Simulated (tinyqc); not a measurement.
What each parameter does: band-to-band tunnelling across a p-n junction in a two-band chain.

Sites alternate A at -Eg/2 and C at +Eg/2 with hopping -t; near the edges, with k counted from the zone boundary pi/a, E^2 = (Eg/2)^2 + (t a k)^2, so t = sqrt(c Eg/m)/a gives the mass m, c = hbar^2/2m0. In the gap cosh(q a) = 1 + (Eg^2/4 - e^2)/(2 t^2), e the energy from the local mid-gap. The potential is V0 = Eg + ov on the p side (left), 0 on the n side, and falls linearly over the 2N sites of the junction, V_j = V0 (1 - j/(2N + 1)), j = 1 to 2N, site 1 being A. E = Eg/2 + x ov. A half chain that ends on a site of level e1 with neighbour e2 has g = (1 + z)/(E - e1), z = exp(-/+ i k a) the root with Im g < 0, cos(k a) = (E - e1)(E - e2)/(2 t^2) - 1. S_L = t^2 g (ending on C, shifted by V0), S_R = t^2 g (starting on A). T = 4 Im(S_L) Im(S_R) |G_(1,2N)|^2.

Constants: hbar^2/2m0 = 3.80998211 eV angstrom^2.

Inputs chosen for the exercise (gap and mass near those of GaSb; the results hold for these values, not for the real material):

| symbol | value | unit | meaning |
|---|---|---|---|
| Eg | 0.712 | eV | gap |
| m | 0.0436 | m0 | mass of electron and light hole |
| a | 6 | angstrom | period (two sites) |
| ov | 0.29 | eV | overlap: top of the valence band on the p side above the conduction edge on the n side |
| Nw | 40 |  | periods in the junction |
| x | 0.75 |  | energy above the n-side conduction edge, as a share of ov |

N = Nw; WKB exponent 2 I/F with I = pi Eg^2/(8 t a), F = V0/((2N + 1) a/2).

Results for these values:

| case | F (MV/cm) | exponent | log10 T of the chain |
|---|---|---|---|
| base | 0.4123 | 12.2414 | -5.2153 |

What happens to each result for Nw = 43, all else kept?

Answer: F falls from 0.4123 to 0.3839; exponent rises from 12.2414 to 13.1481; log10 T of the chain falls from -5.2153 to -5.6089.

The same for each parameter in turn:

| case | F (MV/cm) | exponent | log10 T of the chain |
|---|---|---|---|
| base | 0.4123 | 12.2414 | -5.2153 |
| Eg = 0.7832 eV | 0.4416 | 13.1858 | -5.6208 |
| m = 0.04796 m0 | 0.4123 | 12.8389 | -5.4735 |
| ov = 0.34 eV | 0.4329 | 11.6596 | -4.9643 |
| Nw = 43 | 0.3839 | 13.1481 | -5.6089 |
| x = 0.28 | 0.4123 | 12.2414 | -5.2340 |
| a = 6.5 angstrom | 0.3806 | 13.2615 | -5.6557 |

Computed by tinyqc, a small Python program: `OMP_NUM_THREADS=1 python tinyqc.py 1480222 1480223 out.jsonl` (the numbers bound the seed that draws the inputs); one thread of a shared host (Intel(R) Xeon(R) Processor @ 2.30GHz), about 0.01 s for the whole set of steps.
